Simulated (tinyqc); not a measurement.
Inside a calculation. Model: elastic strain and critical thickness of a cubic alloy layer A(1-x)B(x) on a thick substrate. Computed by tinyqc, a small Python program that keeps every step. Command: `OMP_NUM_THREADS=1 python tinyqc.py 3006560 3006561 out.jsonl misfit walk`. One thread of a shared host (Intel(R) Xeon(R) Processor @ 2.30GHz), about 0.01 s of CPU time with the checks. Intermediate numbers are printed to about 5 digits and carried at full precision; extremes and crossings named in words are read from the listed rows.

Strain is positive in tension. The layer is coherent with the substrate unless said otherwise.

Inputs (values chosen for the exercise, for a model alloy):
```
quantity,value,unit
fraction x of B,0.23,-
lattice constant a_A,5.431,angstrom
lattice constant a_B,5.658,angstrom
substrate lattice constant a_S,5.438,angstrom
layer thickness h,25,nm
biaxial modulus of the substrate M_S,172,GPa
substrate thickness t_S,200,micrometre
wafer diameter W,50,mm
X-ray wavelength,1.540593,angstrom
start of the iteration h0/b,20,-
```

Growth plane: (111). Layer: uncapped. Misfit dislocation: edge.

C11, C12, C44 of A (GPa): [160.1, 63.88, 78.89]

C11, C12, C44 of B (GPa): [142.5, 53.24, 70.73]

## Alloy by Vegard's rule, and misfit

a = (1 - x) a_A + x a_B, the same rule for each C_ij; misfit f = (a_S - a)/a, the in-plane strain of the coherent layer.

free lattice constant a = 5.48321 angstrom

elastic constants (GPa): C11 156.0520, C12 61.4328, C44 77.0132

misfit f = -0.0082452

The layer is compressed in the plane by 0.82 %.

## Biaxial strain, stress and energy

(111): D = 2 (C11 + 2 C12 - 2 C44)/(C11 + 2 C12 + 4 C44), M = 6 C44 (C11 + 2 C12)/(C11 + 2 C12 + 4 C44). The free surface carries no normal stress, so e_perp = -D f; dV/V = 2 f + e_perp; stress = M f; energy per area = M f^2 h (1 GPa nm = 1 J/m^2).

ratio D = 0.42555

normal strain e_perp = 0.0035087

volume strain dV/V = -0.012982

biaxial modulus M = 219.57 GPa

in-plane stress = -1.8104 GPa

strain energy per area = 0.37318 J/m^2

## Symmetric X-ray reflection

Reflection 111: d = a_perp/sqrt(3), with a_perp = a (1 + e_perp) for the coherent layer, a for the relaxed layer and a_S for the substrate; sin(theta) = lambda/(2 d).

Bragg angles:
```
crystal,a_perp (angstrom),theta (degrees),from substrate (arcsec)
substrate,5.4380,14.202,0.00
coherent layer,5.5024,14.033,-611.20
relaxed layer,5.4832,14.083,-430.30
```

peak separation of the coherent layer = -611.20 arcsec

The coherent layer lies 1.42 times as far from the substrate peak as a relaxed one, about 1 + D = 1.43: reading its peak as relaxed would overstate the mismatch by that factor.

## Isotropic constants and the prefactor A

Voigt averages: G = (C11 - C12 + 3 C44)/5, B = (C11 + 2 C12)/3, nu = (3 B - 2 G)/(2 (3 B + G)); b = a/sqrt(2). Edge dislocation with b in the interface: cos alpha = 0, cos lambda = 1. Matthews-Blakeslee: h_c = A [ln(h_c/b) + 1], A = b (1 - nu cos^2 alpha)/(8 pi |f| (1 + nu) cos lambda), the factor 8 pi being that of an uncapped layer.

shear modulus G = 65.13176 GPa

Poisson ratio nu = 0.21604

Burgers vector b = 0.38772 nm

prefactor A = 1.5386 nm

## Critical thickness by fixed-point iteration

Start at h0, put the right side back in, and stop when the change is below 1e-9 h or h turns negative.

Iteration:
```
step,h in (nm),h out (nm),change (nm)
1,7.7544,6.1480,-1.6065e+00
2,6.1480,5.7908,-3.5719e-01
3,5.7908,5.6987,-9.2094e-02
4,5.6987,5.6740,-2.4666e-02
5,5.6740,5.6673,-6.6743e-03
6,5.6673,5.6655,-1.8110e-03
7,5.6655,5.6650,-4.9174e-04
...,...,...,...
10,5.6649,5.6648,-9.8520e-06
11,5.6648,5.6648,-2.6759e-06
12,5.6648,5.6648,-7.2680e-07
13,5.6648,5.6648,-1.9741e-07
14,5.6648,5.6648,-5.3618e-08
15,5.6648,5.6648,-1.4563e-08
16,5.6648,5.6648,-3.9555e-09
```

critical thickness h_c (Matthews-Blakeslee) = 5.6648 nm

Converged; near the root each step shrinks the error by A/h_c = 0.272. h_c is 14.6 Burgers vectors. Caution: an edge dislocation with b in the interface cannot reach it by glide, so the force balance is formal for it.

## Equilibrium strain at the thickness h

For h > h_c the same force balance gives the strain left, |e| = |f| A [ln(h/b) + 1]/h, and below h_c e = f; relaxation = 1 - e/f; dislocations per length across each line direction = (|f| - |e|)/(b cos lambda), times 2/3 for the three line sets on (111).

strain left e = -0.0026217

relaxation = 68.204 %

dislocation line density = 9.6693 1/micrometre

h is 4.41 h_c: in equilibrium dislocations lie 103 nm apart; slow nucleation and glide can keep a real layer more strained.

## Wafer curvature of the coherent layer

Stoney: curvature = 6 |stress| h/(M_S t_S^2); radius = 1/curvature; bow = curvature W^2/8.

curvature = 0.039471 1/m

radius of curvature = 25.335 m

bow = 12.335 micrometre

Caution: M_S is near the value for a (001) wafer; a (111) wafer is stiffer and bends less. Caution: the curvature assumes a coherent layer, but h exceeds h_c.

## Force balance against energy balance

People-Bean: h_c = P ln(h_c/b), P = (1 - nu)/(1 + nu) b^2/(16 pi sqrt(2) a f^2). The misfit is scaled by 0.25, 0.4, 0.6, 1, 1.5, 2.2 at fixed a, b and nu; the upper root is taken, and rows with A < 1.3 b or P < 3 b, where the roots shrink to the core size or vanish, are left out.

Critical thickness:
```
|f| (%),Matthews-Blakeslee (nm),People-Bean (nm),ratio
0.2061,33.620,5605.4,166.73
0.3298,18.770,1948.0,103.78
0.4947,11.186,771.7,68.99
0.8245,5.665,234.2,41.34
1.2368,3.186,88.2,27.69
1.8139,1.756,33.8,19.22
```

The exponents d ln h_c/d ln f are -1.24 and -2.25 between the first rows, steeper than the -1 and -2 of the prefactors because of the logarithm. The ratio falls from 167 to 19.2 as the misfit grows. Where People-Bean lies above, a layer between the lines is metastable: dislocations would lower the energy but have to be nucleated.

Checks made by the program: D and M against the full stiffness tensor (relative difference below 1e-10); h_c against the Lambert function, -A W_(-1)(-b/(A e)) (relative difference 3e-10).
